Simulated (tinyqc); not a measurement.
## Inverter chain driving a load

N inverters, each f = Hc^(1/N) times larger than the one before: delay tau N (f + pp). Switched capacitance in units of the first input, with output capacitance pp times the input: Hc + (1 + pp)(Hc - 1)/(f - 1).

Values chosen for this exercise: load over the input capacitance of the chain Hc = 3200; parasitic delay of an inverter pp = 1; delay unit tau = 2.3 ps.

Result of one run:
```
f	delay (ps)	switched capacitance
3.839	66.77	5454
```

Which number of stages N gave this result: 5, 6, 7 or 8?

N = 6.

The whole series:
```
N	f	delay (ps)	switched capacitance
3	14.74	108.6	3666
4	7.521	78.40	4181
5	5.024	69.27	4790
6	3.839	66.77	5454
7	3.168	67.10	6152
8	2.742	68.86	6872
9	2.452	71.45	7607
10	2.241	74.55	8354
```

The delay goes from 109 through a minimum of 66.8 (at N = 6 among the rows listed) to 74.6 ps. The best stage effort solves pp + rho (1 - ln rho) = 0, rho = 3.59, which gives N = ln Hc/ln rho = 6.31. One stage fewer than the best costs 3.7 % in delay and saves 12 % of the switched capacitance.

Program tinyqc, `OMP_NUM_THREADS=1 python tinyqc.py 2082054 2082055 out.jsonl`; Intel Xeon 2.30GHz, shared host, one thread, about 0.01 s.
